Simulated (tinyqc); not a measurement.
## One-sided p+-n junction, ionisation integral and breakdown: effect of the drift doping

A p+ layer at x < 0 and an n drift layer from x = 0. Depletion approximation, built-in voltage neglected. Local ionisation coefficients alpha_n = an exp(-(bn/E)^mx), alpha_p = ap exp(-(bp/E)^mx). Electrons move towards +x, holes towards x = 0.

W = sqrt(2 eps0 eps_r V/(q N)), peak field E0 = q N W/(eps0 eps_r), falling linearly to 0 at W. G(x) = integral from 0 to x of (alpha_n - alpha_p); I_n = integral of alpha_n exp(-G) (electrons injected at x = 0), I_p = integral of alpha_p exp(G(end) - G) (holes injected at the far edge); M = 1/(1 - I). Integrals on a fine grid; BV is where I_n = 1. Specific on-resistance Ron = W/(q mu N) with constant mobility and full ionisation.

Parameters, values chosen for the exercise; material values close to those of gallium arsenide: relative permittivity eps_r = 12.7; prefactor of the electron ionisation coefficient an = 3.12e5 1/cm; field constant for electrons bn = 7.05e5 V/cm; prefactor of the hole ionisation coefficient ap = 2.11e5 1/cm; field constant for holes bp = 6.9e5 V/cm; exponent mx = 1.6; electron mobility of the drift layer mu = 8190 cm^2/(V s).

Constants: q = 1.602176634e-19 C, eps0 = 8.8541878128e-14 F/cm where lengths are in cm. Results are converted to the units shown.

Result of one run:

| N (cm^-3) | BV (V) | E0 at BV (kV/cm) | W at BV (um) | Ron (mohm cm^2) | BV^2/Ron (MW/cm^2) | eps0 eps_r mu E0^3/4 (MW/cm^2) |
|---|---|---|---|---|---|---|
| 1.6e14 | 1.27e3 | 241 | 106 | 50.3 | 32.0 | 32.0 |

What becomes of these results when the donor density of the drift layer N is changed from 1.6e14 to 3.1e14 cm^-3, all else the same?

Result of the changed run:

| N (cm^-3) | BV (V) | E0 at BV (kV/cm) | W at BV (um) | Ron (mohm cm^2) | BV^2/Ron (MW/cm^2) | eps0 eps_r mu E0^3/4 (MW/cm^2) |
|---|---|---|---|---|---|---|
| 3.1e14 | 742 | 256 | 57.9 | 14.2 | 38.6 | 38.6 |

The whole series:

| N (cm^-3) | BV (V) | E0 at BV (kV/cm) | W at BV (um) | Ron (mohm cm^2) | BV^2/Ron (MW/cm^2) | eps0 eps_r mu E0^3/4 (MW/cm^2) |
|---|---|---|---|---|---|---|
| 2.2e13 | 6.69e3 | 205 | 654 | 2.26e3 | 19.8 | 19.8 |
| 4.3e13 | 3.79e3 | 215 | 352 | 623 | 23.0 | 23.0 |
| 8.3e13 | 2.18e3 | 227 | 192 | 176 | 27.0 | 27.0 |
| 1.6e14 | 1.27e3 | 241 | 106 | 50.3 | 32.0 | 32.0 |
| 3.1e14 | 742 | 256 | 57.9 | 14.2 | 38.6 | 38.6 |
| 5.9e14 | 444 | 273 | 32.5 | 4.20 | 47.0 | 47.0 |
| 1.1e15 | 273 | 293 | 18.7 | 1.29 | 57.8 | 57.8 |
| 2.2e15 | 162 | 319 | 10.2 | 0.352 | 74.4 | 74.4 |

BV falls from 6690 to 162 V while the critical field rises from 205 to 319 kV/cm. BV goes as N^(-0.85) between the first two rows and N^(-0.76) between the last two (a coefficient proportional to E^7 gives -0.75 without punch-through). Ron goes as BV^(2.36) over the table; the last two columns agree since BV = E0 W/2 and N = eps0 eps_r E0/(q W).

Program tinyqc, `OMP_NUM_THREADS=1 python tinyqc.py 2120101 2120102 out.jsonl`; Intel Xeon 2.30GHz, shared host, one thread, about 0.09 s.
